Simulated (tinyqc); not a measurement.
From E(6H) - E(3C) back to J2: polytypes and stacking faults of a tetrahedral semiconductor in an axial Ising model with couplings up to third neighbours. Computed by tinyqc, a small Python program. Command: `OMP_NUM_THREADS=1 python tinyqc.py 3013737 3013738 out.jsonl polytype inv`. One thread of a shared host (Intel(R) Xeon(R) Processor @ 2.30GHz), about 0.02 s of CPU time with the checks.

Each double layer has s = +1 or -1 for the sense of its stacking step; E per pair of atoms = E0 - sum_n J_n <s_i s_(i+n)>, n = 1, 2, 3. Hexagonality h = (1 - <s_i s_(i+1)>)/2.

Inputs (values chosen for the exercise, for a model crystal):
```
quantity   value      unit
J1         0.679  meV/pair
J3         -0.39  meV/pair
gap of 3C   2.39        eV
gap of 4H   3.26        eV
```

correlations of the repeat units 3C (+), 2H (+-), 4H (++--), 6H (+++---), 15R (+++--), 8H (++++----), 21R (++++---), 9R (++-):
```
         n = 1      n = 2      n = 3
3C    1.000000   1.000000   1.000000
2H   -1.000000   1.000000  -1.000000
4H    0.000000  -1.000000   0.000000
6H    0.333333  -0.333333  -1.000000
15R   0.200000  -0.600000  -0.600000
8H    0.500000   0.000000  -0.500000
21R   0.428571  -0.142857  -0.714286
9R   -0.333333  -0.333333   1.000000
```

Method. E - E(3C) = sum_n J_n (1 - C_n), C_n = <s_i s_(i+n)>. The gap is taken linear in h between 3C (h = 0) and 4H (h = 1/2), a rough rule, with a dash beyond.

Task: A run gave the result below. Find the J2, known to lie between -6.2 and -2.5 meV/pair.

E(6H) - E(3C) = -4.508667 meV/pair

Result:

Each step takes the trial c = (a f_b - b f_a)/(f_b - f_a), f being the result less the target; c replaces end b, the old b replaces a if the sign of f changed, and otherwise f_a is halved.

Scan of the range:
```
J2 (meV/pair)  E(6H) - E(3C) (meV/pair)
-6.20                          -8.59400
-5.58                          -7.76733
-4.97                          -6.95400
-4.35                          -6.12733
-3.73                          -5.30067
-3.12                          -4.48733
-2.50                          -3.66067
```

False position (Illinois rule) inside the bracket:
```
step  end a  end b     trial  E(6H) - E(3C) (meV/pair)
1     -3.73  -3.12  -3.13600                 -4.508667
```

E(6H) - E(3C) rises at every point of a 13-point scan of the range (every second point is shown), so one value fits; it is bracketed by -3.73 and -3.12. The scan shows a straight line, so linear interpolation between any two rows gives the answer at once. Answer: J2 = -3.136 meV/pair.
